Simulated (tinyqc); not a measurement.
Input admittance of a MOSFET at zero drain bias: distributed channel and distributed gate: one step of the calculation.

Source and drain grounded, strong inversion, w = 2 pi f, Cox = eps0 eox/tox. The channel is an RC line of resistance 1/(mu Cox Vo) per square fed from both ends, so one finger has the intrinsic admittance y = i w Cox L tanh(g)/g per width, g = (1/2) sqrt(i w tau), tau = L^2/(mu Vo). The vertical resistance rv/L is in series with y, the overlaps 2 i w Cov in parallel: y_t = 1/(1/y + rv/L) + 2 i w Cov. The gate strip is a line of Rsh/L per length loaded by y_t, so a finger has Y = y_t Wf tanh(k)/k, k = (Wf/sd) sqrt(y_t Rsh/L); the device has Nf Y.

Task. Low-frequency resistances and capacitance. Low-frequency limits, with c = Cox L and ct = c + 2 Cov: R_strip = Rsh Wf/(3 sd^2 L Nf), R_ch = (c/ct)^2 L/(12 mu Cox Vo Wf Nf), R_vert = (c/ct)^2 rv/(L Wf Nf), C = ct Wf Nf.

Values chosen for this exercise; values of the order met in silicon radio-frequency transistors: relative permittivity of the gate insulator (close to aluminium oxide) eox = 8.94; insulator thickness tox = 9.4 nm; channel length L = 0.89 um; finger width Wf = 1.3 um; number of fingers Nf = 32; channel mobility mu = 230 cm^2/(V s); gate overdrive Vo = 0.45 V; sheet resistance of the gate Rsh = 23 ohm/square; vertical resistivity of the gate stack rv = 3.2 ohm um^2; number of ends at which a finger is contacted sd = 2; overlap and fringe capacitance on each side Cov = 0.19 fF/um.

Constants: eps0 = 8.8541878128e-14 F/cm where lengths are in cm. Results are converted to the units shown.

Find: parts; sum; C; 1/(2 pi R C).

Result.

parts (ohm): strip 0.08749, channel 18.53, vertical 0.07829
sum = 18.69 ohm
C = 327.6 fF
1/(2 pi R C) = 25.99 GHz

The channel term is the largest, 99.1 % of the sum.

Program tinyqc, `OMP_NUM_THREADS=1 python tinyqc.py 2262051 2262052 out.jsonl`; Intel Xeon 2.30GHz, shared host, one thread, about 0.01 s.
